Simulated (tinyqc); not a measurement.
Competing polymorphs of an oxide film: bulk, surface, grain-boundary, dopant and field terms. Changing the width sigma of ln R. Computed by tinyqc, a small Python program. Command: `OMP_NUM_THREADS=1 python tinyqc.py 3028884 3028885 out.jsonl polymorph sweep`. One thread of a shared host (Intel(R) Xeon(R) Processor @ 2.30GHz), about 0.01 s of CPU time with the checks.

Phases: monoclinic m (reference), polar orthorhombic o, tetragonal t. Free energies per formula unit (f.u.); 1 J/m^2 x angstrom^3/nm = 6.241509 meV.

Inputs (values chosen for the exercise, for a model oxide): energy of the polar phase o over m = 65.7 meV/f.u.; energy of the tetragonal phase t over m = 100 meV/f.u.; entropy of o over m = 0.0076 meV/(f.u. K); entropy of t over m = 0.066 meV/(f.u. K); surface energy of m = 2.88 J/m^2; surface energy of o = 2.27 J/m^2; surface energy of t = 2.01 J/m^2; grain-boundary energy over surface energy = 0.48; volume per formula unit Omega = 35 angstrom^3; film thickness h = 8 nm; temperature T = 300 K; dopant content x = 3.1 %; shift of o per % of dopant = -6 meV/f.u.; shift of t per % of dopant = -17 meV/f.u.; interlayer thickness (SiO2) = 0.78 nm.

Geometry: columnar grains in a film.

permittivities of m, o, t: [22, 27, 43]

Method:
- Bulk term b = H - T S + (shift) x, zero for m. The undoped bulk turns from m to t at T = H_t/S_t.
- With G = b + gamma Omega A (b the bulk free energy per formula unit, A the area per volume), two phases i, j cross at A_ij = (b_j - b_i)/(Omega (gamma_i - gamma_j)); o has a window only if A_mo < A_ot.
- Grain radii are log-normal by volume with median R and width sigma; the share with A above A* is that with radius below R*, R* = f_b/(A* - 2/h) (all grains if A* <= 2/h), share = (1/2) erfc[-ln(R*/R)/(sqrt 2 sigma)]. Effective permittivity of a layer of thickness h built of such grains, taken in parallel: sum of share x eps; EOT = interlayer + 3.9 h/eps.

One run for each value:
```
width sigma of ln R  share of o  effective permittivity
0.1                           0                      43
0.2                           0                      43
0.3                           0                      43
0.4                           0                      43
0.5                           0                      43
0.6                           0                      43
0.7                           0                      43
0.8                           0                      43
```

Describe the trends.

Over the rows, share of o does not change; effective permittivity does not change.

Extremes, crossings and ranges named in words are read from the listed rows.
